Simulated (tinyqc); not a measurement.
Switching kinetics of a ferroelectric film and the memory window of a ferroelectric gate stack: one step, computed by the program tinyqc.

Fields in MV/cm; 1 microcoulomb/cm^2 over eps_0 is 11.29409 MV/cm. In the stack (metal, ferroelectric, interlayer, channel) the channel is taken as a conductor.

Problem. Switched share after the pulse. Merz's law: t1 = t_inf exp[(E_a/E)^alpha] at the mean of the fields before and after switching. KAI: switched share = 1 - exp[-(t/t1)^n].

Inputs (values chosen for the exercise, for a model hafnia-based film): coercive field E_c = 0.74 MV/cm; time constant t_inf = 3.2e-11 s; activation field E_a = 2.3 MV/cm; Merz exponent alpha = 2; dimension n = 2; pulse length t_p = 1.6e-05 s; breakdown field of the interlayer = 13 MV/cm.

Kinetics: Kolmogorov-Avrami-Ishibashi (KAI).

E_F before switching = 1.939989 MV/cm

E_F after switching = 0.2512964 MV/cm

Give: mean field; switching time t1; switched share.

Solution.

mean field = 1.0956 MV/cm

switching time t1 = 2.6241e-09 s

switched share = 1

t_p is 6100 t1. A field higher by 10 % would shorten t1 by a factor 2.1. Caution: the interlayer field exceeds its breakdown field, so charge injection would change the fields. Caution: E_F after switching lies below E_c, so switching stalls before P_s and that state is not reached. Caution: the field changes much during switching, so one mean field is a crude stand-in.
